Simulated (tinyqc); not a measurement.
# Small-signal admittance of a forward-biased p+-n diode, step by step

Numbers from tinyqc (`OMP_NUM_THREADS=1 python tinyqc.py 2890185 2890186 out.jsonl`; about 0.01 s on one thread of a shared Intel Xeon 2.30GHz). Printed values are rounded.

Holes injected into a neutral base of width wb with an ohmic contact at its end; low injection, p0 far above the equilibrium density. A small voltage v exp(i w t), w = 2 pi f, modulates the edge density by p0 v/Vt, and the small-signal density obeys Dp d2p/dx2 = (1/tau + i w) p.

Inputs (values chosen for the exercise); permittivity close to that of 4H silicon carbide: temperature T = 300 K; relative permittivity eps_r = 9.7; donor density of the base Nd = 1.1e15 cm^-3; hole diffusion coefficient Dp = 2.8 cm^2/s; hole lifetime tau = 4e-6 s; width of the neutral base wb = 130 um; excess hole density at the junction edge p0 = 6.4e11 cm^-3; acceptor density of the p+ side Na = 3e19 cm^-3; signal frequency f = 1.6e5 Hz.

Constants: q = 1.602176634e-19 C, kB = 1.380649e-23 J/K, Vt = kB T/q, eps0 = 8.8541878128e-14 F/cm where lengths are in cm. Results are converted to the units shown.

## Closed-form admittance

L = sqrt(Dp tau); direct current J = (q Dp p0/L) coth(wb/L); k = sqrt(1 + i w tau)/L; diffusion admittance Y = (q Dp p0/Vt) k coth(k wb) = G + i w C_diff; junction capacitance C_j = sqrt(q eps0 eps_r Nd/(2 Vr)) in the depletion approximation, with the remaining barrier Vr = Vt ln(Na/p0), a rough value under forward bias; base-width modulation is left out.

L = 33.4664 um
J = 8.58631e-5 A/cm^2
k wb = 6.22956+4.87013i
Y = (5.32187+4.16054i) x 1e-3 S/cm^2
C_diff = 0.00413857 uF/cm^2
C_j = 0.0128741 uF/cm^2

G is 1.60 times its low-frequency value J/Vt, and C_diff is 0.321 times C_j.

## The same by finite differences

6 equal intervals, h = wb/6; u = small-signal density over its edge value, u_0 = 1, u_6 = 0; u_(i-1) + b u_i + u_(i+1) = 0 with b = -2 - h^2 (1/tau + i w)/Dp; Y = (q Dp p0/(Vt h)) (-b/2 - u_1), which includes the half box at the edge.

b = -2.41915-1.68549i
u, node 1 to 5: 0.259179-0.229814i  0.014341-0.119110i  -0.023728-0.034158i  -0.014170-0.003516i  -0.004625+0.001769i
Y on the mesh = (4.87154+5.49773i) x 1e-3 S/cm^2

Against the closed form the real part is 8.5 % below it and the imaginary part 32 % above it; |k h| = 1.3.
